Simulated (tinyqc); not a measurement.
Worked calculation: Hueckel theory of the pi electrons, for the molecule [CH2]c1ccccc1 (SMILES; centres numbered as the heavy atoms are written). One step of it, computed by the program tinyqc.

Problem. Energy, charges, bond orders. E = sum n x; q_r = z_r - P_rr; bond order p = P_rs; free valence = sqrt(3) - sum of p over the bonds of the atom.

x values: 2.101003  1.259280  1.000000  0.000000  -1.000000  -1.259280  -2.101003

occupations: 2.000000  2.000000  2.000000  1.000000  0.000000  0.000000  0.000000

charge and bond-order matrix P, lower triangle:
```
           1C         2C         3C         4C        5C        6C        7C
1C   1.000000
2C   0.635034   1.000000
3C   0.000000   0.522554   1.000000
4C  -0.112480   0.000000   0.705037   1.000000
5C   0.000000  -0.224960   0.000000   0.635034  1.000000
6C  -0.112480   0.000000  -0.294963   0.000000  0.635034  1.000000
7C   0.000000   0.522554   0.000000  -0.294963  0.000000  0.705037  1.000000
```

Centres:
```
centre  z_r, pi electrons of the neutral centre         h
1C                                            1  0.000000
2C                                            1  0.000000
3C                                            1  0.000000
4C                                            1  0.000000
5C                                            1  0.000000
6C                                            1  0.000000
7C                                            1  0.000000
```

Bonds:
```
i  j  k
1  2  1
2  3  1
3  4  1
4  5  1
5  6  1
6  7  1
7  2  1
```

Give: pi energy = 7 alpha + this times beta; pi charges; Bond orders and lengths from R = 1.517 - 0.180 p; free valence of the carbons; gap between the highest filled and the next level.

Solution.

pi energy = 7 alpha + this times beta = 8.7206

pi charges: 1C 0.0000, 2C 0.0000, 3C 0.0000, 4C 0.0000, 5C 0.0000, 6C 0.0000, 7C 0.0000

Bond orders and lengths from R = 1.517 - 0.180 p (angstrom, C-C alone):
```
bond       p       R
1-2   0.6350  1.4027
2-3   0.5226  1.4229
3-4   0.7050  1.3901
4-5   0.6350  1.4027
5-6   0.6350  1.4027
6-7   0.7050  1.3901
7-2   0.5226  1.4229
```

free valence of the carbons: 1C 1.0970, 2C 0.0519, 3C 0.5045, 4C 0.3920, 5C 0.4620, 6C 0.3920, 7C 0.5045

gap between the highest filled and the next level = 1.0000 |beta|
